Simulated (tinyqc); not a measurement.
Trench capacitor in an array: capacitance, non-linearity, leakage and relaxation: one step of the calculation.

A film between two metal electrodes, each interface adding a series capacitance ci. The small-signal permittivity is ek (1 + aq E^2); the field is found with the linear permittivity. Leakage J = J0 sinh(E/Ef). After a voltage step the film passes a relaxation current kr C V tt^(-nr), tt being the time in seconds. The sidewall is a coaxial capacitor with radii a = dm/2 - t and b = dm/2, depth AR dm; the end face is left out.

Problem. Cell capacitance, fields and time constant. Per length 1/c = ln(b/a)/(2 pi eps0 ek) + (1/a + 1/b)/(2 pi ci); cell capacitance c AR dm; per footprint over pt^2; fields c V/(2 pi eps0 ek r) at r = a and b; resistance of the inner electrode rho AR dm/(pi a^2); time constant R C/3 of the distributed line.

Parameters, values chosen for the exercise; permittivity of the order of that of titanium dioxide:

| symbol | value | unit | meaning |
|---|---|---|---|
| ek | 87.1 |  | relative permittivity of the film |
| t | 21 | nm | film thickness |
| ci | 60 | uF/cm^2 | capacitance of each electrode interface (dead layer and screening) |
| V | 1 | V | bias |
| dm | 120 | nm | diameter of the hole |
| AR | 70 |  | aspect ratio, depth over diameter |
| pt | 180 | nm | pitch of the square array |
| rho | 490 | uohm cm | resistivity of the inner electrode |

Constants: eps0 = 8.8541878128e-14 F/cm where lengths are in cm. Results are converted to the units shown.

Find: a; b; cell capacitance; capacitance per footprint; field at a; field at b; R; R C/3.

Solution.

a = 39.000 nm
b = 60.000 nm
cell capacitance = 83.896 fF
capacitance per footprint = 258.94 uF/cm^2
field at a = 0.52850 MV/cm
field at b = 0.34353 MV/cm
R = 8.6138 kohm
R C/3 = 240.89 ps

The array gives 79.1 times the planar capacitance per footprint; curvature makes the field at the inner electrode 1.25 times the planar value.

Computed by the program tinyqc: `OMP_NUM_THREADS=1 python tinyqc.py 2102101 2102102 out.jsonl`, one thread of a shared Intel Xeon 2.30GHz, about 0.01 s for the whole run.
